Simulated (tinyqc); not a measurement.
Optical transitions of a finite quantum well, step by step. Values are carried at full precision from step to step, so a last printed digit may differ when a step is redone from the rounded ones.

Each carrier sees a square well of width L with its own depth V and masses m (inside), mb (outside); c = hbar^2/2m0, k = sqrt(m E/c), kappa = sqrt(mb (V - E)/c), and level n solves k L + 2 atan[(k/m)/(kappa/mb)] = n pi. The envelope is cos(kz) for odd n and sin(kz) for even n inside, joins exp(-kappa (|z| - L/2)) outside, and is normalised to 1. Excitons and band mixing are left out.

Constants: hbar^2/2m0 = 3.80998211 eV angstrom^2; hc = 1239.841984 eV nm; fine-structure constant alpha = 0.007297352564.

Parameters, chosen for this exercise (near those of a GaAs well in AlGaAs; not measured data): L = 106 angstrom (well width); Eg = 1.492 eV (gap of the well); Vc = 0.154 eV (conduction offset); Vv = 0.083 eV (valence offset); me = 0.0655 m0 (electron, well); meb = 0.0828 m0 (electron, barrier); mh = 0.355 m0 (heavy hole along z, well); mhb = 0.391 m0 (heavy hole, barrier); ml = 0.0941 m0 (light hole along z, well); mlb = 0.112 m0 (light hole, barrier); Ns = 0.77 x 1e12/cm^2 (electrons in e1); n_r = 3.3 (refractive index); G = 12 meV (half width of the line).

## Confinement energies

Up to three levels for each carrier.

Levels:

| level | E (eV) | k (1/angstrom) | kappa (1/angstrom) |
|---|---|---|---|
| e1 | 0.0254 | 0.02090 | 0.05287 |
| e2 | 0.0973 | 0.04089 | 0.03511 |
| hh1 | 0.0063 | 0.02414 | 0.08875 |
| hh2 | 0.0247 | 0.04797 | 0.07735 |
| hh3 | 0.0538 | 0.07082 | 0.05472 |
| lh1 | 0.0166 | 0.02023 | 0.04419 |
| lh2 | 0.0616 | 0.03899 | 0.02510 |

## Interband transitions

From e1 and e2 to each hole level: E = Eg + E_e + E_h, wavelength hc/E, squared overlap of the envelopes, and the strength |<S|p|v>|^2 in units of P^2 at the subband edge: overlap^2 times 1/2 (hh) or 1/6 (lh) for light polarised in the plane (TE), times 0 (hh) or 2/3 (lh) along z (TM).

Transitions:

| pair | E (eV) | wavelength (nm) | overlap^2 | TE | TM |
|---|---|---|---|---|---|
| e1-hh1 | 1.5237 | 813.7 | 0.9814 | 0.4907 | 0.0000 |
| e1-lh1 | 1.5340 | 808.3 | 0.9982 | 0.1664 | 0.6655 |
| e1-hh2 | 1.5421 | 804.0 | 0.0000 | 0.0000 | 0.0000 |
| e1-hh3 | 1.5712 | 789.1 | 0.0119 | 0.0059 | 0.0000 |
| e1-lh2 | 1.5790 | 785.2 | 0.0000 | 0.0000 | 0.0000 |
| e2-hh1 | 1.5955 | 777.1 | 0.0000 | 0.0000 | 0.0000 |
| e2-lh1 | 1.6058 | 772.1 | 0.0000 | 0.0000 | 0.0000 |
| e2-hh2 | 1.6140 | 768.2 | 0.9077 | 0.4538 | 0.0000 |
| e2-hh3 | 1.6431 | 754.6 | 0.0000 | 0.0000 | 0.0000 |
| e2-lh2 | 1.6508 | 751.0 | 0.9810 | 0.1635 | 0.6540 |

The edge is e1-hh1 at 814 nm. Pairs of opposite parity vanish exactly; e1-hh3 is allowed by parity and reaches 0.0119, only because the two envelopes leak differently into the barriers.

## Intersubband transitions from e1

z_1j = <1|z|j>; 1/m1 = <1|1/m|1>; f_1j = (m1/c)(E_j - E_1) z_1j^2, which sums to 1 over all bound and continuum states.

Transitions:

| pair | E (meV) | wavelength (micrometre) | \|z\| (angstrom) | f |
|---|---|---|---|---|
| 1-2 | 71.9 | 17.25 | 28.10 | 0.9858 |

m1 = 0.0662 m0
sum of f over bound states = 0.9858

The continuum carries the remaining 0.0142. With hard walls z_12 = 16 L/(9 pi^2) = 19.09 angstrom and f_12 = 256/(27 pi^2) = 0.9607.

## Absorption of one well

For light polarised along z (a real waveguide or Brewster geometry adds an angle factor), with all electrons in e1 and none in e2, the peak fractional absorption is 4 pi alpha Ns c f_12/(n_r m1 G) and the area under the Lorentzian line is pi G times that, c = hbar^2/2m0; 1e12/cm^2 = 1e-4/angstrom^2. EF - E1 = 2 pi c Ns/m1 at zero temperature.

peak absorption = 1.012 %
area = 38.14 % meV
EF - E1 = 27.8 meV

EF lies below e2, as assumed.

## Checks

- Sum of f over all levels of a difference grid (60 cells across the well) against 1: 0.999 against 1.000.
- The strength f_12 on that grid against the matched envelopes: 0.985 against 0.986.

Computed by tinyqc, a small Python program: `OMP_NUM_THREADS=1 python tinyqc.py 1281576 1281577 out.jsonl` (the numbers bound the seed that draws the inputs); one thread of a shared host (Intel(R) Xeon(R) Processor @ 2.30GHz), about 0.08 s for the whole set of steps.
